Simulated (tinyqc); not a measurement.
# Worked calculation: resistance of a circular point contact between the ballistic and the diffusive limit

Numbers from tinyqc (`OMP_NUM_THREADS=1 python tinyqc.py 2760135 2760136 out.jsonl`; about 0.01 s on one thread of a shared Intel Xeon 2.30GHz). Printed values are rounded.

Two half-spaces of a free-electron metal (one valley, spin 2) meet through a circular opening of radius a in an insulating sheet.

Inputs (values chosen for the exercise):

| symbol | value | unit | meaning |
|---|---|---|---|
| n | 5.7e21 | cm^-3 | free-electron density |
| l | 4.9 | nm | mean free path |
| a | 11 | nm | radius of the opening |

Constants: q = 1.602176634e-19 C, hbar = 1.054571817e-34 J s. Results are converted to the units shown.

## Fermi wave number and resistivity

kF = (3 pi^2 n)^(1/3), resistivity rho = hbar kF/(n q^2 l). Maxwell: RM = rho/(2 a); Sharvin: RS = 4 rho l/(3 pi a^2); interpolation R = RS + gamma RM, gamma = (1 + 0.83 K)/(1 + 1.33 K), K = l/a.

kF = 5.526268 1/nm
rho = 81.28612 uohm cm
modes (kF a)^2/4 = 923.8241

## Resistances

As before.

RM = 36.94824 ohm
RS = 13.97063 ohm
gamma = 0.8601359
R = 45.75113 ohm

The Sharvin term makes up 30.5 % of R; it equals (h/2q^2) over the number of modes.
